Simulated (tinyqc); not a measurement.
From results back to parameters: donor near an oxide interface in a gate field (two-state model). Four cases, with inputs chosen for the exercise.

Problem. The critical field, at which E_D = E_I, was computed from a hidden binding energy ED.

Interface at z = 0 (hard wall), donor at z = d, field F pulling electrons to the interface: potential e F z; 1 kV/cm = 1e-5 eV/angstrom, c = hbar^2/2m0, q = e^2/(4 pi eps0), Q = (eps - eo)/(eps + eo). Donor state: E_D = e F d - ED - q Q/(4 eps d), the last term joining the images of ion and electron. Interface state: z exp(-b z/2) exp(-rho^2/(2 L^2)) with E_z = c b^2/(4 mz) + 3 e F/b + q Q b/(8 eps), minimised over b; in the plane at z = 3/b the ion (distance D = d - 3/b) and its image (D' = d + 3/b) give E_rho = c/(mt L^2) - (q/eps)(sqrt(pi)/L)[erfcx(D/L) + Q erfcx(D'/L)], erfcx(x) = exp(x^2) erfc(x), minimised over L. E_I = E_z + E_rho.

Constants: hbar^2/2m0 = 3.80998211 eV angstrom^2; e^2/(4 pi eps0) = 14.39964547 eV angstrom.

Case 1.

Values chosen (near those of a donor in Si below Si3N4, static dielectric constants; not measured data): d = 160 angstrom (depth of the donor); mz = 0.922 m0 (mass across the interface); mt = 0.185 m0 (mass in the plane); eps = 11.6 (dielectric constant of the semiconductor); eo = 7.5 (dielectric constant of the oxide).

critical field = 39.560 kV/cm

Case 2.

Values chosen (near those of a donor in Si below HfO2, static dielectric constants; not measured data): d = 160 angstrom (depth of the donor); mz = 0.926 m0 (mass across the interface); mt = 0.193 m0 (mass in the plane); eps = 11.5 (dielectric constant of the semiconductor); eo = 22 (dielectric constant of the oxide).

critical field = 41.609 kV/cm

Case 3.

Values chosen (near those of a donor in Si below HfO2, static dielectric constants; not measured data): d = 110 angstrom (depth of the donor); mz = 0.899 m0 (mass across the interface); mt = 0.186 m0 (mass in the plane); eps = 11.4 (dielectric constant of the semiconductor); eo = 22 (dielectric constant of the oxide).

critical field = 53.718 kV/cm

Case 4.

Values chosen (near those of a donor in Si below Si3N4, static dielectric constants; not measured data): d = 60 angstrom (depth of the donor); mz = 0.92 m0 (mass across the interface); mt = 0.194 m0 (mass in the plane); eps = 11.5 (dielectric constant of the semiconductor); eo = 7.5 (dielectric constant of the oxide).

critical field = 87.365 kV/cm

Find: E_I; ED.

Solution. E_I follows from the field alone, and ED = e F d - q Q/(4 eps d) - E_I.

Case 1.

E_I = 16.58 meV
ED = 46.3 meV

Case 2.

E_I = 13.29 meV
ED = 53.9 meV

Case 3.

E_I = 15.20 meV
ED = 44.8 meV

Case 4.

E_I = 20.12 meV
ED = 31.2 meV

Computed by tinyqc, one run a case: `OMP_NUM_THREADS=1 python tinyqc.py N N+1 out.jsonl` with N = 1251034, 1251035, 1251089, 1251092; one thread of a shared Intel(R) Xeon(R) Processor @ 2.30GHz, about 0.09 s a run at most.
